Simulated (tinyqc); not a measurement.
Expansion against temperature: quasi-harmonic thermal expansion with mode Grueneisen parameters. Computed by tinyqc, a small Python program. Command: `OMP_NUM_THREADS=1 python tinyqc.py 3023041 3023042 out.jsonl qha walk`. One thread of a shared host (Intel(R) Xeon(R) Processor @ 2.30GHz), about 0.03 s of CPU time with the checks.

A crystal with two atoms a cell; per atom there are 1 transverse acoustic (TA), 1/2 longitudinal acoustic (LA) and 3/2 optical (O) modes. Every frequency of group i scales as nu_i (V/V0)^(-gamma_i). Each group has one frequency. Static energy: E = (9 V0 B0/16) [y^3 B' + y^2 (2 - 4 y)], y = (V0/V)^(2/3) - 1, with pressure P_s = (3 B0/2) (z^7 - z^5) [1 + (3/4)(B' - 4)(z^2 - 1)], z = (V0/V)^(1/3).

Inputs (values chosen for the exercise, for a model crystal):

| quantity | value | unit |
|---|---|---|
| static volume V0 | 21.6 | angstrom^3/atom |
| static bulk modulus B0 | 155 | GPa |
| static B' | 5.13 | - |
| frequency nu_TA | 1.88 | THz |
| frequency nu_LA | 2.93 | THz |
| frequency nu_O | 5.79 | THz |
| Grueneisen parameter gamma_TA | 0.64 | - |
| Grueneisen parameter gamma_LA | 1.3 | - |
| Grueneisen parameter gamma_O | 1.9 | - |

Acoustic groups: Einstein.

Constants: h x 1 THz = 4.135667696 meV; k_B = 8.617333262e-05 eV/K; 1 eV/angstrom^3 = 160.2176634 GPa.

Method:
- For a mode with x = h nu/(k_B T), n = 1/(exp(x) - 1): U = h nu (n + 1/2), C/k_B = x^2 n (n + 1); U_i and C_i sum these over group i with its weight per atom.
- Phonon pressure P_ph = sum_i gamma_i U_i/V.
- B_T = -V d(P_s + P_ph)/dV at fixed T (central difference, step 1e-4 V); alpha_V = sum gamma_i C_i k_B/(B_T V), all at V(T); the linear coefficient is alpha_L = alpha_V/3.
- V(T) solves P_s + P_ph = 0. The Grueneisen estimate uses C_i, V0 and B0 at the static volume; gamma_th = sum gamma_i C_i / sum C_i is taken at V(T).

Quasi-harmonic results:

| T (K) | V/V0 - 1 (%) | B_T (GPa) | alpha_L (ppm/K) | alpha_L, Grueneisen estimate | gamma_th |
|---|---|---|---|---|---|
| 20 | 0.1945 | 154.29 | 0.2427 | 0.2409 | 0.6995 |
| 40 | 0.1985 | 154.25 | 1.1251 | 1.1163 | 0.8746 |
| 70 | 0.2156 | 154.08 | 2.6455 | 2.6234 | 1.1265 |
| 100 | 0.2448 | 153.81 | 3.7502 | 3.7183 | 1.2433 |
| 150 | 0.3093 | 153.31 | 4.6975 | 4.6507 | 1.3167 |
| 220 | 0.4149 | 152.57 | 5.2352 | 5.1670 | 1.3502 |
| 300 | 0.5446 | 151.70 | 5.4926 | 5.3996 | 1.3640 |
| 450 | 0.7988 | 150.08 | 5.6992 | 5.5585 | 1.3729 |
| 700 | 1.2372 | 147.36 | 5.8577 | 5.6356 | 1.3771 |
| 1000 | 1.7785 | 144.11 | 5.9870 | 5.6637 | 1.3786 |

What follows from these numbers?

alpha_L is positive throughout. gamma_th moves from 0.70, near gamma_TA = 0.64, to 1.38, near the average over all modes, 1.38, as the stiffer groups take up their share of C. B_T changes by -6.6 % over the table, and at the highest T the estimate at fixed V0 and B0 is off by -5.4 %.

Extremes, crossings and ranges named in words are read from the listed rows.
